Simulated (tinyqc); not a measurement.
# Chemical vapour deposition: Grove model, boundary layer, depletion and step coverage, step by step

A worked calculation. Computed by tinyqc, a small Python program that keeps every step. Command: `OMP_NUM_THREADS=1 python tinyqc.py 3018962 3018963 out.jsonl cvd walk`. One thread of a shared host (Intel(R) Xeon(R) Processor @ 2.30GHz), about 0.01 s of CPU time with the checks. Intermediate numbers are printed to about 6 digits and carried at full precision; extremes and crossings named in words are read from the listed rows.

A precursor diffuses to the surface and reacts there at first order; each molecule that reacts adds one formula unit of film.

Inputs (values chosen for the exercise, close to those used for silicon dioxide from an alkoxysilane):

| quantity | value | unit |
|---|---|---|
| prefactor k0 of k_s | 1.4e+09 | cm/s |
| activation energy E | 1.89 | eV |
| temperature T | 660 | C |
| total pressure p | 84 | torr |
| mole fraction of the precursor Y | 0.018 | - |
| gas diffusivity D0 at 273.15 K and 760 torr | 0.25 | cm^2/s |
| film density N | 2.2e+22 | formula units/cm^3 |
| precursor mass M | 208 | u |
| trench width w | 0.038 | um |
| aspect ratio of the trench | 82 | - |
| gas velocity U | 17 | cm/s |
| kinematic viscosity nu0 at 273.15 K and 760 torr | 0.96 | cm^2/s |
| susceptor length L | 39 | cm |
| channel height b | 7.2 | cm |

Reactor: horizontal, reduced pressure.

Constants: k_B = 1.380649e-23 J/K; u = 1.6605390666e-27 kg; k_B = 8.617333262e-05 eV/K.

## Gas-phase and surface constants

k_s = k0 exp(-E/(k_B T)); C_g = Y p/(k_B T), 1 torr = 133.322 Pa; D = D0 (T/273.15)^1.75 (760/p). Temperatures in kelvin are T(C) + 273.15. Mean speed c = sqrt(8 k_B T/(pi M)); reactive sticking probability beta = 4 k_s/c.

surface rate constant k_s = 0.0868105 cm/s

precursor density C_g = 1.56466e+16 1/cm^3

gas diffusivity D = 19.4172 cm^2/s

mean speed c = 30819.9 cm/s

sticking probability beta = 1.12668e-05

## Boundary layer

nu = nu0 (T/273.15)^1.75 (760/p); Re = U L/nu; mean boundary layer delta = (2/3) L/sqrt(Re), at most b/2; h_g = D/delta.

Reynolds number Re = 8.89191

boundary layer delta = 3.6 cm

mass-transfer coefficient h_g = 5.39367 cm/s

Caution: the boundary layer is capped at b/2, so U, L and nu no longer affect h_g.

## Growth rate at the inlet

Fluxes in series: C_s = C_g/(1 + k_s/h_g); growth rate G = k_s h_g/(k_s + h_g) C_g/N; 1 cm/s = 6e8 nm/min.

ratio k_s/h_g = 0.0160949

C_s/C_g = 0.984160

growth rate G at the inlet = 36.4574 nm/min

The surface reaction limits the rate, so temperature must be uniform.

## Depletion along the susceptor

Plug flow: U b dC/dx = -k_eff C with k_eff = k_s h_g/(k_s + h_g), so C falls as exp(-k_eff x/(U b)); the used share of the precursor is 1 - C(L)/C(0).

k_eff = 0.0854354 cm/s

depletion length = 1432.66 cm

rate at the outlet over rate at the inlet = 0.973145

rate at the outlet = 35.4783 nm/min

2.7 % of the precursor is used.

## Reaction control against transport control

The formulas are those given above.

Rates:

| T (C) | k_s (cm/s) | h_g (cm/s) | G (nm/min) | reaction limit (nm/min) | transport limit (nm/min) |
|---|---|---|---|---|---|
| 460 | 1.42560e-04 | 3.53637 | 7.74258e-02 | 7.74289e-02 | 1920.72 |
| 510 | 9.62667e-04 | 3.96916 | 4.89356e-01 | 4.89475e-01 | 2018.14 |
| 560 | 5.16887e-03 | 4.42319 | 2.46754e+00 | 2.47042e+00 | 2114.03 |
| 610 | 2.29438e-02 | 4.89813 | 1.02968e+01 | 1.03450e+01 | 2208.49 |
| 660 | 8.68105e-02 | 5.39367 | 3.64574e+01 | 3.70441e+01 | 2301.61 |
| 710 | 2.86878e-01 | 5.90955 | 1.10813e+02 | 1.16192e+02 | 2393.50 |
| 760 | 8.44453e-01 | 6.44549 | 2.87768e+02 | 3.25470e+02 | 2484.23 |
| 810 | 2.24991e+00 | 7.00124 | 6.25972e+02 | 8.27133e+02 | 2573.86 |
| 860 | 5.49790e+00 | 7.57657 | 1.11958e+03 | 1.93201e+03 | 2662.47 |

The apparent activation energy of G is 1.82 eV between the first rows and 1.23 eV between the last, against E = 1.89 eV. k_s stays below h_g, but mixed control begins at the hot end, which lowers the slope there. In the reaction limit the slope is E - k_B T, because C_g falls as 1/T; any further lowering comes from transport.

## Step coverage in a trench

In a long trench of width w and depth l = aspect ratio x w: Knudsen diffusivity D_K = (2w) c/3 (hydraulic diameter 2w), combined as 1/D_e = 1/D_K + 1/D; D_e d2C/dz2 = 2 k_s C/w with D_e dC/dz = -k_s C at the floor. With m = sqrt(2 k_s/(w D_e)): C(floor)/C(top) = 1/[cosh(m l) + (k_s/(D_e m)) sinh(m l)].

Knudsen diffusivity D_K = 0.0780771 cm^2/s

effective diffusivity D_e = 0.0777644 cm^2/s

modulus m l = 0.238845

step coverage = 0.971807

Wall collisions limit transport in the trench; then m l = aspect ratio x sqrt(3 beta)/2, 0.2384, whatever the width. Coverage is nearly conformal. Caution: the hydraulic-diameter form of D_K is rough for a slit.

Checks made by the program: step coverage against a numerical boundary-value solution (relative difference below 1e-10).
